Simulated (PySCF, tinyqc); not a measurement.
Inside a calculation. Method: CCSD on RHF in the 3-21g basis, for H3+, spin multiplicity 1. The lowest restricted solution is unstable here: a spin-polarised one lies 0.0002 hartree lower (PySCF). Computed by tinyqc, a small Python program that keeps every step (integrals from PySCF). Settings: charge = 1, multiplicity = 1, basis = 3-21g, method = RHF, energy threshold = 1e-10, iteration cap = 66, orthogonalisation = symmetric, start = core, DIIS depth = 6, amplitude equations = CCSD, DIIS depth for amplitudes = 0, cap on updates = 71. Command: `OMP_NUM_THREADS=1 python tinyqc.py 22455 22456 out.jsonl` (the two numbers bound the seeds that draw the settings). One thread of a shared host (Intel(R) Xeon(R) Processor @ 2.60GHz), about 0.3 s of CPU time with the checks. The early iterations of the SCF are left out here.

## One-electron integrals

Geometry (angstrom):
```
atom        x        y         z
H     0.00000  0.00000   0.00000
H     0.00000  0.00000   1.06800
H     0.00000  0.00000  -1.06800
```

Basis 3-21g: exponents (1/bohr^2) and contraction coefficients of normalised primitives:
```
element  l (shell)  exponent  coefficient
H            s (1)   5.44718      0.15628
H            s (1)   0.82455      0.90469
H            s (2)   0.18319      1.00000
```

Overlap, kinetic and nuclear-attraction integrals over the contracted functions; the nuclear repulsion is the sum of Za Zb / Rab.

nuclear repulsion = 1.2387107 hartree

overlap S:
```
         1H 1s    1H 2s    2H 1s    2H 2s    3H 1s    3H 2s
1H 1s  1.00000  0.64590  0.16115  0.34887  0.16115  0.34887
1H 2s  0.64590  1.00000  0.34887  0.68860  0.34887  0.68860
2H 1s  0.16115  0.34887  1.00000  0.64590  0.00099  0.05514
2H 2s  0.34887  0.68860  0.64590  1.00000  0.05514  0.22484
3H 1s  0.16115  0.34887  0.00099  0.05514  1.00000  0.64590
3H 2s  0.34887  0.68860  0.05514  0.22484  0.64590  1.00000
```

kinetic energy T (hartree):
```
          1H 1s    1H 2s     2H 1s     2H 2s     3H 1s     3H 2s
1H 1s   1.54940  0.29315  -0.03983   0.09317  -0.03983   0.09317
1H 2s   0.29315  0.27479   0.09317   0.14216   0.09317   0.14216
2H 1s  -0.03983  0.09317   1.54940   0.29315  -0.00428  -0.01596
2H 2s   0.09317  0.14216   0.29315   0.27479  -0.01596   0.00031
3H 1s  -0.03983  0.09317  -0.00428  -0.01596   1.54940   0.29315
3H 2s   0.09317  0.14216  -0.01596   0.00031   0.29315   0.27479
```

nuclear attraction V (hartree):
```
          1H 1s     1H 2s     2H 1s     2H 2s     3H 1s     3H 2s
1H 1s  -2.71169  -1.42020  -0.36148  -0.75632  -0.36148  -0.75632
1H 2s  -1.42020  -1.59068  -0.70391  -1.06095  -0.70391  -1.06095
2H 1s  -0.36148  -0.70391  -2.46404  -1.26145  -0.00242  -0.11205
2H 2s  -0.75632  -1.06095  -1.26145  -1.38445  -0.11205  -0.35765
3H 1s  -0.36148  -0.70391  -0.00242  -0.11205  -2.46404  -1.26145
3H 2s  -0.75632  -1.06095  -0.11205  -0.35765  -1.26145  -1.38445
```

core Hamiltonian H = T + V (hartree):
```
          1H 1s     1H 2s     2H 1s     2H 2s     3H 1s     3H 2s
1H 1s  -1.16228  -1.12705  -0.40131  -0.66315  -0.40131  -0.66315
1H 2s  -1.12705  -1.31589  -0.61074  -0.91880  -0.61074  -0.91880
2H 1s  -0.40131  -0.61074  -0.91464  -0.96829  -0.00670  -0.12801
2H 2s  -0.66315  -0.91880  -0.96829  -1.10966  -0.12801  -0.35733
3H 1s  -0.40131  -0.61074  -0.00670  -0.12801  -0.91464  -0.96829
3H 2s  -0.66315  -0.91880  -0.12801  -0.35733  -0.96829  -1.10966
```

## Two-electron integrals

Functions are numbered as in S; the eight-fold symmetry (ij|kl) = (ji|kl) = (kl|ij) leaves the list below.

Two-electron integrals (ij|kl) in chemists' order, unique and non-zero (hartree):
```
(11|11) 1.14014    (21|11) 0.61140    (21|21) 0.34515    (22|11) 0.62637
(22|21) 0.38033    (22|22) 0.48296    (31|11) 0.13258    (31|21) 0.07763
(31|22) 0.09040    (31|31) 0.02666    (32|11) 0.19801    (32|21) 0.12320
(32|22) 0.16334    (32|31) 0.04658    (32|32) 0.10007    (33|11) 0.49216
(33|21) 0.31364    (33|22) 0.43926    (33|31) 0.13258    (33|32) 0.32025
(33|33) 1.14014    (41|11) 0.32025    (41|21) 0.18205    (41|22) 0.20296
(41|31) 0.04658    (41|32) 0.07584    (41|33) 0.19801    (41|41) 0.10007
(42|11) 0.39007    (42|21) 0.23953    (42|22) 0.31299    (42|31) 0.06859
(42|32) 0.13589    (42|33) 0.39007    (42|41) 0.13589    (42|42) 0.22900
(43|11) 0.31364    (43|21) 0.19858    (43|22) 0.27628    (43|31) 0.07763
(43|32) 0.18205    (43|33) 0.61140    (43|41) 0.12320    (43|42) 0.23953
(43|43) 0.34515    (44|11) 0.43926    (44|21) 0.27628    (44|22) 0.38556
(44|31) 0.09040    (44|32) 0.20296    (44|33) 0.62637    (44|41) 0.16334
(44|42) 0.31299    (44|43) 0.38033    (44|44) 0.48296    (51|11) 0.13258
(51|21) 0.07763    (51|22) 0.09040    (51|31) 0.01293    (51|32) 0.02106
(51|33) 0.05341    (51|41) 0.03659    (51|42) 0.04860    (51|43) 0.03447
(51|44) 0.05234    (51|51) 0.02666    (52|11) 0.19801    (52|21) 0.12320
(52|22) 0.16334    (52|31) 0.02106    (52|32) 0.03654    (52|33) 0.09474
(52|41) 0.05800    (52|42) 0.08542    (52|43) 0.06118    (52|44) 0.09409
(52|51) 0.04658    (52|52) 0.10007    (53|11) 0.00106    (53|21) 0.00058
(53|22) 0.00061    (53|31) 0.00013    (53|32) 0.00020    (53|33) 0.00049
(53|41) 0.00031    (53|42) 0.00038    (53|43) 0.00031    (53|44) 0.00043
(53|51) 0.00013    (53|52) 0.00020    (53|53) 1.01e-06   (54|11) 0.03668
(54|21) 0.02228    (54|22) 0.02798    (54|31) 0.00383    (54|32) 0.00647
(54|33) 0.01661    (54|41) 0.01057    (54|42) 0.01495    (54|43) 0.01072
(54|44) 0.01636    (54|51) 0.00784    (54|52) 0.01537    (54|53) 3.59e-05
(54|54) 0.00247    (55|11) 0.49216    (55|21) 0.31364    (55|22) 0.43926
(55|31) 0.05341    (55|32) 0.09474    (55|33) 0.24774    (55|41) 0.14632
(55|42) 0.22343    (55|43) 0.16002    (55|44) 0.24735    (55|51) 0.13258
(55|52) 0.32025    (55|53) 0.00049    (55|54) 0.04634    (55|55) 1.14014
(61|11) 0.32025    (61|21) 0.18205    (61|22) 0.20296    (61|31) 0.03659
(61|32) 0.05800    (61|33) 0.14632    (61|41) 0.09237    (61|42) 0.12085
(61|43) 0.09364    (61|44) 0.13538    (61|51) 0.04658    (61|52) 0.07584
(61|53) 0.00031    (61|54) 0.01346    (61|55) 0.19801    (61|61) 0.10007
(62|11) 0.39007    (62|21) 0.23953    (62|22) 0.31299    (62|31) 0.04860
(62|32) 0.08542    (62|33) 0.22343    (62|41) 0.12085    (62|42) 0.18282
(62|43) 0.14314    (62|44) 0.21225    (62|51) 0.06859    (62|52) 0.13589
(62|53) 0.00038    (62|54) 0.02209    (62|55) 0.39007    (62|61) 0.13589
(62|62) 0.22900    (63|11) 0.03668    (63|21) 0.02228    (63|22) 0.02798
(63|31) 0.00784    (63|32) 0.01537    (63|33) 0.04634    (63|41) 0.01346
(63|42) 0.02209    (63|43) 0.02685    (63|44) 0.03095    (63|51) 0.00383
(63|52) 0.00647    (63|53) 3.59e-05   (63|54) 0.00116    (63|55) 0.01661
(63|61) 0.01057    (63|62) 0.01495    (63|63) 0.00247    (64|11) 0.14083
(64|21) 0.08551    (64|22) 0.10859    (64|31) 0.02033    (64|32) 0.03672
(64|33) 0.09876    (64|41) 0.04563    (64|42) 0.07037    (64|43) 0.06212
(64|44) 0.08669    (64|51) 0.02033    (64|52) 0.03672    (64|53) 0.00014
(64|54) 0.00629    (64|55) 0.09876    (64|61) 0.04563    (64|62) 0.07037
(64|63) 0.00629    (64|64) 0.02441    (65|11) 0.31364    (65|21) 0.19858
(65|22) 0.27628    (65|31) 0.03447    (65|32) 0.06118    (65|33) 0.16002
(65|41) 0.09364    (65|42) 0.14314    (65|43) 0.10335    (65|44) 0.15954
(65|51) 0.07763    (65|52) 0.18205    (65|53) 0.00031    (65|54) 0.02685
(65|55) 0.61140    (65|61) 0.12320    (65|62) 0.23953    (65|63) 0.01072
(65|64) 0.06212    (65|65) 0.34515    (66|11) 0.43926    (66|21) 0.27628
(66|22) 0.38556    (66|31) 0.05234    (66|32) 0.09409    (66|33) 0.24735
(66|41) 0.13538    (66|42) 0.21225    (66|43) 0.15954    (66|44) 0.24414
(66|51) 0.09040    (66|52) 0.20296    (66|53) 0.00043    (66|54) 0.03095
(66|55) 0.62637    (66|61) 0.16334    (66|62) 0.31299    (66|63) 0.01636
(66|64) 0.08669    (66|65) 0.38033    (66|66) 0.48296
```

## Orthogonalisation

S = U s U^T; symmetric (Loewdin) form X = U s^(-1/2) U^T, so that X^T S X = 1.

eigenvalues of S: 0.08352  0.28582  0.41657  0.82060  1.48835  2.90514

X:
```
          1H 1s     1H 2s     2H 1s     2H 2s     3H 1s     3H 2s
1H 1s   1.26046  -0.58379  -0.00322   0.06796  -0.00322   0.06796
1H 2s  -0.58379   2.30416   0.00488  -0.83748   0.00488  -0.83748
2H 1s  -0.00322   0.00488   1.24084  -0.48022  -0.00645   0.03599
2H 2s   0.06796  -0.83748  -0.48022   1.67205   0.03599   0.22917
3H 1s  -0.00322   0.00488  -0.00645   0.03599   1.24084  -0.48022
3H 2s   0.06796  -0.83748   0.03599   0.22917  -0.48022   1.67205
```

## Starting guess

The start is the orbitals of the core Hamiltonian; D = 2 C_occ C_occ^T.

D at the start:
```
         1H 1s    1H 2s    2H 1s    2H 2s    3H 1s    3H 2s
1H 1s  0.35329  0.41508  0.15890  0.01938  0.15890  0.01938
1H 2s  0.41508  0.48768  0.18669  0.02277  0.18669  0.02277
2H 1s  0.15890  0.18669  0.07147  0.00872  0.07147  0.00872
2H 2s  0.01938  0.02277  0.00872  0.00106  0.00872  0.00106
3H 1s  0.15890  0.18669  0.07147  0.00872  0.07147  0.00872
3H 2s  0.01938  0.02277  0.00872  0.00106  0.00872  0.00106
```

## Iteration 6 (converged): orbitals

converged F (hartree):
```
          1H 1s     1H 2s     2H 1s     2H 2s     3H 1s     3H 2s
1H 1s  -0.24175  -0.73643  -0.39211  -0.50779  -0.39211  -0.50779
1H 2s  -0.73643  -0.76851  -0.47165  -0.57712  -0.47165  -0.57712
2H 1s  -0.39211  -0.47165  -0.11350  -0.55965  -0.07227  -0.18380
2H 2s  -0.50779  -0.57712  -0.55965  -0.54456  -0.18380  -0.31887
3H 1s  -0.39211  -0.47165  -0.07227  -0.18380  -0.11350  -0.55965
3H 2s  -0.50779  -0.57712  -0.18380  -0.31887  -0.55965  -0.54456
```

Diagonalise F' = X^T F X, C = X C', fill 1 alpha and 1 beta electrons from the bottom; D = 2 C_occ C_occ^T. Each column has its largest component positive (the first on a tie).

F' = X^T F X (hartree):
```
          1         2         3         4         5         6
1   0.35089  -0.71371  -0.17506  -0.09511  -0.17506  -0.09511
2  -0.71371   0.06457  -0.15162  -0.22279  -0.15162  -0.22279
3  -0.17506  -0.15162   0.35929  -0.56666  -0.00042   0.01526
4  -0.09511  -0.22279  -0.56666   0.01165   0.01526  -0.06739
5  -0.17506  -0.15162  -0.00042   0.01526   0.35929  -0.56666
6  -0.09511  -0.22279   0.01526  -0.06739  -0.56666   0.01165
```

orbital energies (hartree): MO1 -0.93734, MO2 -0.37922, MO3 -0.02820, MO4 0.70467, MO5 0.81798, MO6 0.97946

coefficients C:
```
           MO1       MO2       MO3       MO4       MO5       MO6
1H 1s  0.28577   0.00000   0.23046   0.44604   0.00000  -1.26693
1H 2s  0.44261   0.00000   1.62784  -0.27028   0.00000   2.03321
2H 1s  0.19194   0.25889  -0.10908   0.83093   0.91874   0.34840
2H 2s  0.13346   0.57573  -1.13848  -0.62394  -0.91801  -0.95328
3H 1s  0.19194  -0.25889  -0.10908   0.83093  -0.91874   0.34840
3H 2s  0.13346  -0.57573  -1.13848  -0.62394   0.91801  -0.95328
```

D after iteration 6:
```
         1H 1s    1H 2s    2H 1s    2H 2s    3H 1s    3H 2s
1H 1s  0.16333  0.25297  0.10970  0.07628  0.10970  0.07628
1H 2s  0.25297  0.39180  0.16991  0.11814  0.16991  0.11814
2H 1s  0.10970  0.16991  0.07368  0.05123  0.07368  0.05123
2H 2s  0.07628  0.11814  0.05123  0.03562  0.05123  0.03562
3H 1s  0.10970  0.16991  0.07368  0.05123  0.07368  0.05123
3H 2s  0.07628  0.11814  0.05123  0.03562  0.05123  0.03562
```

## Convergence

Stop when the energy changes by less than 1e-10 hartree and every element of the error matrix X^T (F D S - S D F) X is below 3e-06.

Course of the cycle:
```
iteration  E (hartree)     change  largest element of the error matrix
1           -1.1340411          -                             2.31e-01
2           -1.1819793  -4.79e-02                             1.89e-02
3           -1.1827416  -7.62e-04                             1.69e-03
4           -1.1827470  -5.36e-06                             9.52e-05
5           -1.1827470  -9.82e-09                             4.93e-06
6           -1.1827470  -6.17e-11                             1.11e-08
```

PySCF RHF in the same basis = -1.1827470 hartree

Converged in 6 iterations.

## Populations, bond orders and dipole

Mulliken: Z minus the diagonal of D S on the atom; Loewdin: the same with S^(1/2) D S^(1/2); Mayer order: 2 sum_s sum (D(s) S)_ij (D(s) S)_ji over the two atoms.

Charges (e):
```
atom  Mulliken   Loewdin
1H    -0.25174  -0.09234
2H     0.62587   0.54617
3H     0.62587   0.54617
```

Mayer bond orders:
```
pair    order
2-1   0.46831
3-1   0.46831
3-2   0.13997
```

dipole moment about the origin, x y z (debye): 0.00000  0.00000  0.00000

## Integrals over molecular orbitals

(pq|rs) = sum C_ip C_jq C_kr C_ls (ij|kl), one index at a time.

one-electron integrals over orbitals h = C^T H C (hartree):
```
          1         2         3         4         5         6
1  -1.48412   0.00000  -0.08418  -0.07021   0.00000   0.07554
2   0.00000  -1.12142   0.00000   0.00000  -0.12618   0.00000
3  -0.08418   0.00000  -0.78245   0.08152   0.00000   0.19417
4  -0.07021   0.00000   0.08152  -0.12443   0.00000   0.05160
5   0.00000  -0.12618   0.00000   0.00000   0.03403   0.00000
6   0.07554   0.00000   0.19417   0.05160   0.00000  -0.03478
```

Two-electron integrals over orbitals (pq|rs), unique and non-zero (hartree):
```
(11|11) 0.54678    (21|21) 0.12172    (22|11) 0.43196    (22|22) 0.44092
(31|11) 0.08418    (31|22) -0.01266   (31|31) 0.07619    (32|21) -0.09642
(32|32) 0.10466    (33|11) 0.41522    (33|22) 0.38209    (33|31) 0.02378
(33|33) 0.37349    (41|11) 0.07021    (41|22) 0.07440    (41|31) -0.00620
(41|33) 0.04677    (41|41) 0.05254    (42|21) 0.06729    (42|32) -0.04752
(42|42) 0.07268    (43|11) -0.04386   (43|22) -0.05102   (43|31) 0.00724
(43|33) -0.02466   (43|41) -0.02169   (43|43) 0.02880    (44|11) 0.44082
(44|22) 0.42779    (44|31) 0.00481    (44|33) 0.37110    (44|41) 0.07808
(44|43) -0.05958   (44|44) 0.44272    (51|21) 0.05383    (51|32) -0.03740
(51|42) 0.05684    (51|51) 0.04502    (52|11) 0.09001    (52|22) 0.09951
(52|31) -0.01125   (52|33) 0.05401    (52|41) 0.05965    (52|43) -0.04143
(52|44) 0.11122    (52|52) 0.08245    (53|21) -0.01799   (53|32) 0.00181
(53|42) -0.03782   (53|51) -0.02822   (53|53) 0.03117    (54|21) 0.14885
(54|32) -0.12737   (54|42) 0.09905    (54|51) 0.07909    (54|53) -0.03027
(54|54) 0.21072    (55|11) 0.41449    (55|22) 0.43344    (55|31) -0.02044
(55|33) 0.36630    (55|41) 0.08666    (55|43) -0.05909   (55|44) 0.44225
(55|52) 0.11802    (55|55) 0.45439    (61|11) -0.07554   (61|22) 0.00625
(61|31) -0.06515   (61|33) -0.04029   (61|41) -0.00960   (61|43) -0.02171
(61|44) 0.00280    (61|52) 0.01312    (61|55) 0.01750    (61|61) 0.09483
(62|21) 0.04040    (62|32) -0.02470   (62|42) 0.03648    (62|51) 0.02854
(62|53) -0.02164   (62|54) 0.05591    (62|62) 0.02489    (63|11) -0.12966
(63|22) -0.05770   (63|31) -0.05447   (63|33) -0.06405   (63|41) -0.03814
(63|43) 0.01060    (63|44) -0.06993   (63|52) -0.03769   (63|55) -0.05588
(63|61) 0.06680    (63|63) 0.08264    (64|11) -0.03060   (64|22) 0.03497
(64|31) -0.05271   (64|33) -0.00052   (64|41) 0.02484    (64|43) -0.01541
(64|44) 0.02843    (64|52) 0.03383    (64|55) 0.05167    (64|61) 0.04592
(64|63) 0.02644    (64|64) 0.05321    (65|21) 0.06689    (65|32) -0.06321
(65|42) 0.04782    (65|51) 0.03854    (65|53) -0.01168   (65|54) 0.09793
(65|62) 0.02310    (65|65) 0.04988    (66|11) 0.55454    (66|22) 0.39611
(66|31) 0.12098    (66|33) 0.42017    (66|41) 0.07119    (66|43) -0.02125
(66|44) 0.41669    (66|52) 0.07003    (66|55) 0.38083    (66|61) -0.14422
(66|63) -0.16962   (66|64) -0.06761   (66|66) 0.64539
```

## CCSD: starting amplitudes

t_ij^ab = <ij||ab> / (e_i + e_j - e_a - e_b), whose energy is MP2.

Starting amplitudes (spin orbitals 1a, 1b, ...; amplitudes related by a flip of all spins are not repeated):
```
from      to         t
1a 1b  2a 2b  -0.10904
1a 1b  3a 3b  -0.04190
1a 1b  6a 6b  -0.02474
1a 1b  2a 5b  -0.02327
1a 1b  3a 6b   0.02305
1a 1b  4a 4b  -0.01600
1a 1b  5a 5b  -0.01282
1a 1b  4a 6b   0.00270
1a 1b  3a 4b   0.00243
```

correlation energy = -0.0258203 hartree

## CCSD: amplitude update 1

t_i^a D_i^a and t_ij^ab D_ij^ab are set to the remaining terms of the spin-orbital equations, evaluated with the old amplitudes; for the doubles these are <ij||ab> + 1/2 <ab||ef> t_ij^ef + 1/2 <mn||ij> t_mn^ab + P(ij)P(ab) <mb||ej> t_im^ae + terms in t^2 + terms with t1, D the orbital-energy denominators.

Amplitudes after update 1 (spin orbitals 1a, 1b, ...; amplitudes related by a flip of all spins are not repeated):
```
from      to          t
1a 1b  2a 2b   -0.14863
1a 1b  3a 3b   -0.05043
1a 1b  3a 6b    0.02893
1a 1b  6a 6b   -0.02799
1a 1b  2a 5b   -0.02711
1a        3a   -0.01402
1a 1b  4a 4b   -0.01367
1a 1b  5a 5b   -0.01062
1a        4a    0.00998
1a 1b  4a 6b    0.00519
1a        6a    0.00065
1a 1b  3a 4b  -2.04e-05
```

correlation energy = -0.0325487 hartree

## CCSD: convergence

E_corr = 1/4 sum <ij||ab> t_ij^ab + 1/2 sum <ij||ab> t_i^a t_j^b; stop when the norm of the change is below 1e-8.

Course of the amplitude iterations:
```
update  correlation energy (hartree)  norm of the change
0                         -0.0258203                   -
1                         -0.0325487            8.79e-02
2                         -0.0353853            4.19e-02
3                         -0.0366611            2.10e-02
4                         -0.0372714            1.08e-02
5                         -0.0375730            5.61e-03
6                         -0.0377251            2.94e-03
7                         -0.0378028            1.54e-03
8                         -0.0378429            8.11e-04
9                         -0.0378637            4.28e-04
10                        -0.0378745            2.26e-04
11                        -0.0378802            1.19e-04
12                        -0.0378831            6.28e-05
13                        -0.0378847            3.32e-05
14                        -0.0378855            1.75e-05
15                        -0.0378859            9.24e-06
16                        -0.0378862            4.88e-06
17                        -0.0378863            2.58e-06
18                        -0.0378864            1.36e-06
19                        -0.0378864            7.19e-07
20                        -0.0378864            3.80e-07
21                        -0.0378864            2.01e-07
22                        -0.0378864            1.06e-07
23                        -0.0378864            5.60e-08
24                        -0.0378864            2.96e-08
25                        -0.0378864            1.56e-08
26                        -0.0378864            8.25e-09
```

Converged amplitudes (spin orbitals 1a, 1b, ...; amplitudes related by a flip of all spins are not repeated):
```
from      to         t
1a 1b  2a 2b  -0.18795
1a 1b  3a 3b  -0.05232
1a 1b  2a 5b  -0.03243
1a        3a  -0.03132
1a 1b  3a 6b   0.03038
1a 1b  6a 6b  -0.02692
1a        4a   0.01798
1a 1b  4a 4b  -0.01125
1a 1b  5a 5b  -0.01010
1a 1b  4a 6b   0.00562
1a 1b  3a 4b  -0.00227
1a        6a   0.00177
```

CCSD total energy = -1.2206334 hartree

T1 diagnostic, norm of the one-spin t1 over sqrt(correlated electrons) = 0.02557

Converged in 26 updates.
